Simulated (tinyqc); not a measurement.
From results back to parameters: ellipsoidal valleys in the axes of a wafer and a channel.

Problem. A valley whose axis makes az^2 = 0.500000 with the surface normal has 1/mz = az^2/ml + (1 - az^2)/mt and mz md^2 = ml mt^2. Its confinement and density-of-states masses are given, and ml > mt.

mz, md (m0): 0.3106691  0.3189169

Find: ml mt^2; mt; ml.

Solution. Put ml = (mz md^2)/mt^2 into the first relation and solve for mt below (mz md^2)^(1/3), the value at which ml = mt; a scan of that range finds one root.

ml mt^2 = 0.031598
mt = 0.188 m0
ml = 0.894 m0

Program tinyqc; command `OMP_NUM_THREADS=1 python tinyqc.py 1881165 1881166 out.jsonl`; about 0.01 s on one thread of a shared Intel(R) Xeon(R) Processor @ 2.30GHz.
